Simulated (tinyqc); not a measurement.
Six-transistor SRAM cell, nodal equations and margins: one step of the calculation.

Two cross-coupled inverters (pull-down bn, pull-up bp) hold the nodes Q and QB; access transistors (ba, threshold VTn, gate on the word line at Vdd when selected) join them to the bit lines. Transistor (EKV form, voltages against the body): I = 2 n b Vt^2 [F(vp - Vs) - F(vp - Vd)] from drain to source, F(v) = ln^2(1 + exp(v/(2 Vt))), vp = (Vg - VT + sg |Vd - Vs|)/n. n-channel bodies are at 0; for the p-channel device all voltages are counted down from Vdd. b in uA/V^2 gives I in uA. For an access transistor the bit line is the drain and the node the source. In a read both bit lines are at Vdd. The cell is symmetric (no mismatch).

Problem. Node voltages in a read by Newton steps. F1 = In(gate QB, drain Q) - Ip(gate QB, drain Q) - Ia(bit line, Q), F2 the same with Q and QB exchanged; J by central differences with +/- 1e-6 V; solve J d = -F, limit each component to +/- 0.15 V and add.

Inputs (values chosen for the exercise):
- T = 293 K (temperature)
- Vdd = 1 V (supply voltage)
- n = 1.39 (slope factor)
- sg = 0.044 (drain-induced barrier lowering)
- VTn = 0.26 V (n-channel threshold)
- VTp = 0.33 V (p-channel threshold (magnitude))
- bn = 720 uA/V^2 (gain factor of the pull-down transistor)
- ba = 720 uA/V^2 (gain factor of the access transistor)
- bp = 190 uA/V^2 (gain factor of the pull-up transistor)

Constants: q = 1.602176634e-19 C, kB = 1.380649e-23 J/K, Vt = kB T/q. Results are converted to the units shown.

(Q, QB) at the start (V): Q 0.0000000, QB 1.0000000

Wanted: F1, F2; J; (Q, QB) after iteration 1.

Solution.

F1, F2 (uA): [-159.19, 0.00]

J (uS):
```
,Q,QB
F1,1115.1,0.0
F2,0.1,127.3
```

(Q, QB) after iteration 1 (V): Q 0.14276, QB 0.99990

Program tinyqc, `OMP_NUM_THREADS=1 python tinyqc.py 2340078 2340079 out.jsonl`; Intel Xeon 2.30GHz, shared host, one thread, about 0.1 s.
